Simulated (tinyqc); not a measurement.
Inputs raised by 2 %, one at a time: size effects in the resistivity of thin metal films and interconnect lines. Computed by tinyqc, a small Python program. Command: `OMP_NUM_THREADS=1 python tinyqc.py 3010876 3010877 out.jsonl size sens`. One thread of a shared host (Intel(R) Xeon(R) Processor @ 2.30GHz), about 0.01 s of CPU time with the checks.

Electrons lose their drift at surfaces (a share 1 - p of the hits) and at grain boundaries (reflection R), besides bulk scattering.

Inputs (values chosen for the exercise, modelled on copper):
```
quantity                     value         unit
bulk resistivity rho_b        1.68  microohm cm
bulk mean free path lambda    41.5           nm
specularity p                    0            -
grain-boundary reflection R   0.26            -
film thickness h                72           nm
grain size over thickness      1.8            -
```

Geometry: film.

Method:
- D = (ratio) h.
- Mayadas-Shatzkes: alpha = (lambda/D) R/(1 - R); rho_b/rho = 1 - 3 alpha/2 + 3 alpha^2 - 3 alpha^3 ln(1 + 1/alpha).
- Fuchs-Sondheimer film: rho_b/rho = 1 - (3/(2 kappa))(1 - p) int_0^1 (s - s^3)(1 - exp(-kappa/s))/(1 - p exp(-kappa/s)) ds, f = rho/rho_b, kappa = thickness/lambda, 80 Gauss-Legendre points.
- Both together (Mayadas-Shatzkes film): rho_b/rho = (rho_b/rho of the grains alone) - (6/(pi kappa))(1 - p) int_0^(pi/2) dphi int_0^1 ds (cos^2 phi/H^2)(s - s^3)(1 - exp(-kappa H/s))/(1 - p exp(-kappa H/s)), H = 1 + alpha/(cos phi sqrt(1 - s^2)), 40 x 80 Gauss-Legendre points.
- Sheet resistance rho/h; additive estimate rho_b (f_surface + f_grain - 1).

Runs; columns: (1) input moved; (2) from; (3) to; (4) resistivity rho (microohm cm); (5) sheet resistance (ohm); (6) rho/rho_b from surfaces; (7) rho/rho_b from grains:
```
(1)                                    (2)     (3)    (4)     (5)    (6)    (7)
base run                                 -       -  2.370  0.3292  1.258  1.164
bulk resistivity rho_b (microohm cm)  1.68  1.7136  2.417  0.3358  1.258  1.164
bulk mean free path lambda (nm)       41.5   42.33  2.384  0.3311  1.263  1.167
grain-boundary reflection R           0.26  0.2652  2.377  0.3301  1.258  1.168
film thickness h (nm)                   72   73.44  2.356  0.3208  1.252  1.160
grain size over thickness              1.8   1.836  2.365  0.3285  1.258  1.160
```

Exponents ln(y'/y) / ln(x'/x):
```
input                        resistivity rho  sheet resistance  rho/rho_b from surfaces  rho/rho_b from grains
bulk resistivity rho_b                 1.000             1.000                    0.000                  0.000
bulk mean free path lambda             0.303             0.303                    0.224                  0.139
grain-boundary reflection R            0.147             0.147                    0.000                  0.189
film thickness h                      -0.299            -1.299                   -0.221                 -0.137
grain size over thickness             -0.107            -0.107                    0.000                 -0.137
```

Which inputs matter most for each result?

Among the inputs moved here: resistivity rho answers most in size to bulk resistivity rho_b (exponent +1.000), next to bulk mean free path lambda (+0.303). Its exponent +1.000 in bulk resistivity rho_b: everything scales with rho_b at fixed lambda. Sheet resistance answers most in size to film thickness h (exponent -1.299), next to bulk resistivity rho_b (+1.000). rho/rho_b from surfaces answers most in size to bulk mean free path lambda (exponent +0.224), and about equally to film thickness h (-0.221); its exponent is below 0.0005 for bulk resistivity rho_b, grain-boundary reflection R, grain size over thickness. rho/rho_b from grains answers most in size to grain-boundary reflection R (exponent +0.189), next to bulk mean free path lambda (+0.139); its exponent is below 0.0005 for bulk resistivity rho_b.
